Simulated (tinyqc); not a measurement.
# Worked calculation: resistance of a source-drain extension with a graded tip

Numbers from tinyqc (`OMP_NUM_THREADS=1 python tinyqc.py 2282161 2282162 out.jsonl`; about 0.05 s on one thread of a shared Intel Xeon 2.30GHz). Printed values are rounded.

y runs along the channel, the gate covers y > 0. The doping is N0 for y < y0 and N0 10^(-(y - y0)/la) beyond, uniform over the depth xj. Sheet conductance s(y) = q mu(N) max(N - Nch, 0) xj + (for y > 0) ma Cox Vo, with mu(N) = u0 + (u1 - u0)/(1 + (N/Nr)^au) and Cox = eps0 eox/tox. Current is taken as one-dimensional; depletion of the tip, spreading and the contact are left out. The metallurgical junction lies at yj, where N = Nch.

Inputs (values chosen for the exercise); mobility law close to that of holes in silicon: relative permittivity of the gate insulator (close to aluminium oxide) eox = 8.77; insulator thickness tox = 7.6 nm; active doping of the extension far from the gate N0 = 1.5e20 cm^-3; lateral abruptness la = 3.3 nm/decade; position under the gate where the fall begins (gate edge at 0) y0 = 4.4 nm; depth of the extension xj = 12 nm; channel doping Nch = 2.1e18 cm^-3; gate overdrive Vo = 0.67 V; mobility of the gate-induced layer ma = 48 cm^2/(V s); mobility at low doping u1 = 470.5 cm^2/(V s); mobility at high doping u0 = 44.9 cm^2/(V s); reference doping Nr = 2.23e17 cm^-3; exponent au = 0.719; gate length Lg = 60 nm.

Constants: q = 1.602176634e-19 C, eps0 = 8.8541878128e-14 F/cm where lengths are in cm. Results are converted to the units shown.

## Sheet resistances and junction position

yj = y0 + la log10(N0/Nch); sheet resistance of the full extension 1/[q mu(N0)(N0 - Nch) xj] and of the gate-induced layer 1/(ma Cox Vo); metallurgical length Lg - 2 yj; ye is where the doped and the gate-induced conductances are equal.

yj = 10.51778 nm
sheet resistance of the extension = 720.5433 ohm/square
sheet resistance of the induced layer = 30433.31 ohm/square
metallurgical length = 38.96445 nm
ye = 9.615315 nm
N at ye = 3.941785e18 cm^-3

The gate takes over 0.902 nm before the junction, where N is still 1.88 times the channel doping.

## Resistance of the overlapped part

Midpoint rule on 8 equal steps from 0 to yj: R_ov = sum h/s(y), per width.

```
point     y (nm)    N (cm^-3)  doped conductance (uS)  sheet resistance (ohm/square)
0      0.6573611       1.5e20                1387.842                       703.8782
1       1.972083       1.5e20                1387.842                       703.8782
2       3.286805       1.5e20                1387.842                       703.8782
3       4.601528  1.303234e20                1213.346                       802.4366
4       5.916250  5.207408e19                510.8891                       1839.088
5       7.230972  2.080755e19                218.0134                       3986.095
6       8.545694  8.314197e18                88.74331                       8223.546
7       9.860416  3.322153e18                23.09188                       17872.90
```

R_ov = 45.799 ohm um

The exact integral is 47.643 ohm um; the coarse sum is 3.9 % below it.
